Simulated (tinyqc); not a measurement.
MOSFET in the linear regime without short-channel effects, parameter extraction from computed curves: one step of the calculation.

Inversion charge Q = Cox n Vt W0(exp((Vg - VT)/(n Vt))), W0 the Lambert function and n = nf; u = Q/Cox; mobility mu = mu0/(1 + th1 u + th2 u^2); channel resistance Rch = (L - dL)/(W mu Q); Id = Vd/(Rch + Rsd/W). Cox = eps0 eox/tox. Small Vd, no channel-length or drain effects.

Question. Transfer curve. u, mu, Rch and Id as defined.

Values chosen for this exercise; channel values of the order met in silicon transistors:
```
symbol,value,unit,meaning
T,300,K,temperature
eox,3.9,,relative permittivity of the gate insulator (close to silicon dioxide)
tox,4.9,nm,insulator thickness
mu0,300,cm^2/(V s),low-field mobility
th1,0.53,1/V,first mobility attenuation factor
th2,0,1/V^2,second mobility attenuation factor
VT,0.55,V,threshold voltage
nf,1.44,,body factor
W,1,um,gate width
L,0.17,um,drawn gate length
dL,0.019,um,drawn less effective length
Rsd,87,ohm um,source plus drain resistance
Vd,0.02,V,drain voltage
```

Constants: q = 1.602176634e-19 C, kB = 1.380649e-23 J/K, Vt = kB T/q, eps0 = 8.8541878128e-14 F/cm where lengths are in cm. Results are converted to the units shown.

| point | Vg (V) |
|---|---|
| 0 | 0.39 |
| 1 | 0.47 |
| 2 | 0.55 |
| 3 | 0.63 |
| 4 | 0.71 |
| 5 | 0.79 |
| 6 | 0.87 |
| 7 | 0.95 |
| 8 | 1.03 |
| 9 | 1.11 |

Find: u; mu; Rch; Id.

Answer.

| point | u (V) | mu (cm^2/(V s)) | Rch (ohm) | Id (uA) |
|---|---|---|---|---|
| 0 | 4.9940e-4 | 299.92 | 1.4306e6 | 0.013980 |
| 1 | 0.0039082 | 299.38 | 1.8313e5 | 0.10916 |
| 2 | 0.021113 | 296.68 | 34208 | 0.58318 |
| 3 | 0.061383 | 290.55 | 12014 | 1.6527 |
| 4 | 0.11728 | 282.44 | 6468.5 | 3.0509 |
| 5 | 0.18111 | 273.73 | 4322.3 | 4.5359 |
| 6 | 0.24922 | 265.00 | 3244.4 | 6.0035 |
| 7 | 0.31992 | 256.51 | 2611.0 | 7.4128 |
| 8 | 0.39233 | 248.36 | 2199.0 | 8.7488 |
| 9 | 0.46593 | 240.59 | 1911.5 | 10.008 |

tinyqc, about 0.01 s, one thread, Intel Xeon 2.30GHz (shared host): `OMP_NUM_THREADS=1 python tinyqc.py 2210087 2210088 out.jsonl`
